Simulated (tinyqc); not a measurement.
Extrapolating accelerated tests: lateral field, substrate current, probability of reaching the oxide barrier and hot-carrier lifetime of a silicon transistor (pseudo-two-dimensional and lucky-electron models). Computed by tinyqc, a small Python program. Command: `OMP_NUM_THREADS=1 python tinyqc.py 3021068 3021069 out.jsonl hotcar walk`. One thread of a shared host (Intel(R) Xeon(R) Processor @ 2.30GHz), about 0.01 s of CPU time with the checks.

Local-field models: a lucky carrier gains its energy at the peak field over a path free of collisions. Voltages are magnitudes.

Inputs (values chosen for the exercise, modelled on a silicon n-channel):
```
quantity                                value                      unit
channel length L                          240                        nm
oxide thickness t                         5.9                        nm
junction depth x_j                         49                        nm
mobility mu                               360                cm^2/(V s)
saturation velocity v_s                  0.91                  1e7 cm/s
threshold voltage V_T                    0.76                         V
gate voltage V_G                          1.1                         V
drain voltage V_D                         2.5                         V
ionisation prefactor A_i              1.9e+06                      1/cm
ionisation field B_i                     1.65                     MV/cm
hot-carrier mean free path lambda         7.5                        nm
oxide barrier phi_b                       3.1                        eV
interface-trap threshold phi_it           3.7                        eV
lifetime constant H                        40  s microampere/micrometre
length of the depleted extension L_n       30                        nm
```

Drain: lightly doped extension.

Constants: eps_0 = 8.8541878128e-12 F/m.

Method:
- C_ox = 3.9 eps_0/t; F_sat = 2 v_s/mu; V_Dsat = V_ov F_sat L/(V_ov + F_sat L), V_ov = V_G - V_T; I_D/W = C_ox v_s (V_ov - V_Dsat).
- Scale length l = 0.22 t^(1/3) x_j^(1/2) (all in cm); F_m = sqrt(((V_D - V_Dsat)/l_e)^2 + F_sat^2), with l_e = l + L_n; length of the velocity-saturated region l_e ln((V_D - V_Dsat)/(l_e F_sat) + F_m/F_sat).
- Substrate current I_sub/I_D = (A_i/B_i)(V_D - V_Dsat) exp(-B_i/F_m); probability of reaching the oxide barrier exp(-phi_b/(e lambda F_m)); lifetime tau = (H/(I_D/W)) exp(phi_it/(e lambda F_m)).
- V_10 solves tau = 3.156e8 s at the given V_G. The extrapolation fits ln(tau) against 1/V_D at 1, 1.08, 1.16 and 1.25 times the given V_D (rounded to 3 digits) by least squares and reads off the same tau.

V_Dsat = 0.265579 V

Stress points:
```
V_D (V)  1/V_D (1/V)     tau (s)
2.50         0.40000  5.1458e+06
2.70         0.37037  1.4879e+06
2.90         0.34483  5.1655e+05
3.12         0.32051  1.9063e+05
```

ten-year drain voltage V_10 = 2.0161 V

V_10 from the 1/V_D extrapolation = 2.0024 V

The extrapolation is 14 mV below the true value: ln(tau) is nearly linear in 1/(V_D - V_Dsat), not in 1/V_D, so the straight line errs on the safe side when one extrapolates down. At V_10 the available energy e V_D is below phi_it, so the model understates the lifetime there.

Extremes, crossings and ranges named in words are read from the listed rows.
